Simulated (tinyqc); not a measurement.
X-ray reflectivity of a thin film on silicon: critical angles, Parratt recursion, fringes and roughness: one step, computed by the program tinyqc.

n = 1 - delta + i beta; the classical electron radius is r_e = 2.8179403e-6 nm. Layer 0 is vacuum, 1 the film, 2 the substrate.

Problem. Reflectivity at one angle. k_j = (2 pi/lambda) sqrt(sin^2 theta - 2 delta_j + 2 i beta_j); r_ij = (k_i - k_j)/(k_i + k_j) x exp(-2 k_i k_j sigma^2) (Nevot-Croce); r = (r_01 + r_12 p)/(1 + r_01 r_12 p), p = exp(2 i k_1 d); R = |r|^2.

Inputs (values chosen for the exercise, modelled on copper on silicon, copper K-alpha radiation):

| quantity | value | unit |
|---|---|---|
| wavelength lambda | 0.15406 | nm |
| film thickness d | 12.1 | nm |
| roughness of the surface sigma_1 | 0.88 | nm |
| roughness of the interface sigma_2 | 0.79 | nm |
| grazing angle theta | 1.46 | degrees |

Constants:

| layer | rho_e (1/nm^3) | delta | beta | critical angle (degrees) | q_c (1/nm) |
|---|---|---|---|---|---|
| film | 2338.036 | 2.488759e-05 | 5.973022e-07 | 0.4042305 | 0.5754749 |
| substrate | 711.402 | 7.572626e-06 | 1.741704e-07 | 0.2229774 | 0.3174375 |

Give: k_0, k_1, k_2; 1000 r_01; 1000 r_12; p; reflectivity R; q = 4 pi sin(theta)/lambda.

Solution.

k_0, k_1, k_2 (1/nm): 1.0391  0.9985+0.0010i  1.0269+0.0003i

1000 r_01 = 3.9975-0.1063i

1000 r_12 = -3.9039+0.1067i

p = 0.55275-0.80464i

reflectivity R = 1.3280e-05

q = 4 pi sin(theta)/lambda = 2.0783 1/nm
